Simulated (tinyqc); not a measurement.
Tight binding, kagome lattice, step by step. One step of it, computed by the program tinyqc.

Task: Bloch Hamiltonian at K. H_AB = -t1 - t2 exp(-i k.a1), H_AC = -t1 - t2 exp(-i k.a2), H_BC = -t1 - t2 exp(i k.(a1 - a2)), H_CC = delta.

Parameters chosen for this model:
```
parameter,value,unit
t1,1.650000,"eV, up triangles"
t2,0.580000,"eV, down triangles"
delta,0,eV on site C
```

k point K (fractions of the reciprocal vectors): 0.333333  0.666667

Give: H(k) at K.

Result:

H(k) at K (eV):
```
,A,B,C
A,0.0000,-1.3600+0.5023i,-1.3600-0.5023i
B,-1.3600-0.5023i,0.0000,-1.3600+0.5023i
C,-1.3600+0.5023i,-1.3600-0.5023i,0.0000
```
